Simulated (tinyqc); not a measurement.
Compensation sets the slope of the freeze-out: donors on two lattice sites with valley-orbit split states.

Each donor binds at most one electron, in any of its states. For a site s, W_s = sum over its states of g exp(E/kT), and the ionised share is 1/(1 + W_s exp(eta)), eta = (EF - Ec)/kT; n = Nc F_1/2(eta); neutrality n + NA = ND x (mean ionised share, the two sites in equal numbers); holes are neglected. Nc from N = 2 (m kB T/(4 pi c))^(3/2) with c = hbar^2/2m0, in 1/angstrom^3; times 1e24 for 1/cm^3, m = md. F_j(eta) = (1/Gamma(j + 1)) integral_0^infinity x^j dx/(1 + exp(x - eta)), which tends to exp(eta) for eta << 0.

Constants: hbar^2/2m0 = 3.80998211 eV angstrom^2; kB = 8.617333262e-05 eV/K.

Inputs chosen for the exercise (near those of nitrogen in 4H-SiC; the results hold for these values, not for the real material):
- md = 0.809 m0 (density-of-states mass of the conduction band)
- E = (59.8, 52.1, 128, 85.7) meV (binding energies of h ground, h excited, k ground, k excited)
- g = (2, 4, 2, 4) (their degeneracies with spin)
- ND = 4.9e+18 1/cm^3 (donors, half on each site)

NA = K ND. The slope energy is -d ln(n T^(-p))/d(1/kT) between 50 and 60 K, with p = 3/4 for K = 0 and p = 3/2 otherwise.

Results:
```
K       n(50 K) (1/cm^3)  n(60 K) (1/cm^3)  slope energy (meV)
0               1.03e+15          3.61e+15               28.80
0.0010          2.09e+14          1.91e+15               50.17
0.010           2.14e+13          2.60e+14               57.51
0.050           3.93e+12          4.80e+13               57.64
0.20            6.55e+11          8.01e+12               57.64
0.50            1.84e+08          8.79e+09               92.82
```

What does the comparison show, and why?

Without acceptors the slope is 28.80 meV, against half the h-site ground-state energy, 29.90; with K = 0.05 it is 57.64 meV, against the full 59.8. The full energy (less a few meV where excited levels lie within a few kT) shows where n is far below NA, since the acceptors then hold EF near the donor level: n(60 K)/NA is 0.39 for K = 0.001 and 0.0002 for K = 0.05; where it is not small, the slope falls short of the full energy. At K = 0.5 the acceptors have taken as many electrons as there are h sites, EF sits between the two levels, and the slope is 92.8 meV against their mean of 93.9.

Run: tinyqc, `OMP_NUM_THREADS=1 python tinyqc.py 1652220 1652221 out.jsonl`; Intel(R) Xeon(R) Processor @ 2.30GHz, one thread, shared host; about 0.01 s of CPU time with all checks.
